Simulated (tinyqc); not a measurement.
Thin-film optics by transfer matrices: one step. Reflection and transmission. Two cases, with inputs chosen for the exercise.

Problem. Close the stack on the substrate.

Indices N = n + i k. Snell: N0 sin(theta) = N_j sin(theta_j), with Im(N_j cos theta_j) >= 0. Admittance y_j = N_j cos theta_j for s and N_j/cos theta_j for p. Phase delta_j = 2 pi N_j cos theta_j d_j/lambda. Layer matrix [[cos delta, -i sin delta/y], [-i y sin delta, cos delta]], multiplied from the top down to M. (B, C) = M (1, y_sub); r = (y0 B - C)/(y0 B + C), R = |r|^2, T = 4 Re y0 Re y_sub/|y0 B + C|^2, absorbed in the films 1 - R - T.

Case 1.

M:
```
                    1                   2
1  0.680986-0.008946i  0.004511-0.619435i
2  0.025534-0.918863i  0.633092-0.020997i
```

y_j: ambient 0.258819, film 1 1.174916, film 2 2.022146+0.005541i, film 3 1.165840, substrate 1.626109+2.793564i

Case 2.

M:
```
            1           2
1   -0.994340  -0.048665i
2  -0.231936i   -0.994340
```

y_j: ambient 1.414214, film 1 2.183117, substrate 3.878341+0.020609i

Give: B, C; r; R; T into the substrate; absorbed in the films.

Solution.

Case 1.

B, C: 2.4188-1.0036i  1.1137+0.8156i

r = -0.4335-0.4796i
R = 0.4180
T into the substrate = 0.5047
absorbed in the films = 0.0773

The bare substrate would reflect 0.8518.

Case 2.

B, C: -0.9933-0.1887i  -3.8564-0.2524i

r = -0.4612+0.0483i
R = 0.2150
T into the substrate = 0.7850
absorbed in the films = 0.0000

The bare substrate would reflect 0.2168.

Computed by tinyqc, one run a case: `OMP_NUM_THREADS=1 python tinyqc.py N N+1 out.jsonl` with N = 1681410, 1681415; one thread of a shared Intel(R) Xeon(R) Processor @ 2.30GHz, about 0.02 s a run at most.
